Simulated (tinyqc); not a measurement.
Transistor under a ferroelectric capacitor (negative capacitance), static model: one step of the calculation.

A ferroelectric film of thickness tf lies between the gate and an inner metal at potential v, which drives an ordinary transistor. One domain, P = Q (background permittivity neglected): Vg = v + tf (2 al Q + 4 be Q^3), al = -3 sqrt(3) Ec/(4 Pr), be = 3 sqrt(3) Ec/(8 Pr^3). Gate charge Q(v) = Qi + Cp v with the channel charge Qi = Cox n Vt ln(1 + exp((v - VT)/(n Vt))). Q in uC/cm^2, E in kV/cm; 1 nm times 1 kV/cm is 1e-4 V. Domains, leakage and the switching time are left out.

Question. Landau coefficients and capacitance at zero charge. al = -3 sqrt(3) Ec/(4 Pr), be = 3 sqrt(3) Ec/(8 Pr^3); C_FE(0) = 1/(2 al tf); far below threshold the gain is 1/(1 + 2 al tf Cp) near Q = 0 and the swing n Vt ln 10/gain.

Values chosen for this exercise; Pr and Ec close to those of hafnium oxide based films:
```
symbol,value,unit,meaning
T,300,K,temperature
Pr,9,uC/cm^2,remanent polarisation
Ec,800,kV/cm,coercive field
Cp,0.59,uF/cm^2,overlap capacitance per gate area
n,1.16,,subthreshold factor of the inner transistor
tf,9.8,nm,ferroelectric thickness
```

Constants: q = 1.602176634e-19 C, kB = 1.380649e-23 J/K, Vt = kB T/q. Results are converted to the units shown.

Give: al; be; C_FE(0); gain near Q = 0; swing.

Answer.

al = -115.47 kV cm/uC
be = 0.71278 kV cm^5/uC^3
C_FE(0) = -4.4185 uF/cm^2
gain near Q = 0 = 1.1541
swing = 59.830 mV/decade

tinyqc, about 0.04 s, one thread, Intel Xeon 2.30GHz (shared host): `OMP_NUM_THREADS=1 python tinyqc.py 2860129 2860130 out.jsonl`
